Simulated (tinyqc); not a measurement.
Square-lattice Ising model by mean field, Bethe lattice, transfer matrix, exact enumeration and Monte Carlo steps: one step, computed by the program tinyqc.

H = -J sum over nearest pairs s_i s_j, s = +-1, no field, periodic boundaries; energies per site are in J. As a lattice gas or an alloy, s marks which species holds the site.

Problem. Exact averages on the small cell. Weights count x exp(-K E); N = 20; u = <E>/N, c = K^2 (<E^2> - <E>^2)/N in k_B, Binder U = 1 - <M^4>/(3 <M^2>^2).

Inputs (values chosen for the exercise, for a model lattice): temperature T = 738 K.

Enumerated cell: 4 x 5.

States of the 4 x 5 cell:
```
E (J)  |M|  count
-40     20      2
-32     18     40
-28     16     80
-24      4     10
-24     12     50
-24     14    240
-24     16    300
-20      0     44
-20      2     80
-20      6     80
-20      8    160
-20     10    408
-20     12    680
-20     14    960
-16      0    260
-16      2    640
-16      4   1080
-16      6   1280
-16      8   1760
-16     10   2200
-16     12   3060
-16     14   1080
-12      0   2960
-12      2   5800
-12      4   5840
-12      6   6680
-12      8   7680
-12     10   8400
-12     12   3880
-8       0  10380
-8       2  21680
-8       4  22650
-8       6  23000
-8       8  20620
-8      10  11280
-8      12   2020
-4       0  30880
-4       2  59640
-4       4  54960
-4       6  44240
-4       8  25200
-4      10   6680
0        0  48442
0        2  91280
0        4  72320
0        6  42880
0        8  15720
0       10   2040
4        0  46640
4        2  82600
4        4  55920
4        6  26200
4        8   5200
8        0  29000
8        2  49320
8        4  27960
8        6   8120
8        8   1180
12       0  11740
12       2  17960
12       4   8680
12       6   2160
16       0   3200
16       2   5360
16       4   1860
16       6    400
20       0    960
20       2   1200
20       4    600
24       0    200
24       2    280
24       4     60
28       0     40
28       2     80
32       0     10
```

K = 0.5472049

Give: ln Z / N; u, cell; heat capacity c, cell; <|m|>, cell; Binder cumulant U.

Solution.

ln Z / N = 1.1457

u, cell = -1.8449

heat capacity c, cell = 0.46575

<|m|>, cell = 0.95068

Binder cumulant U = 0.65583
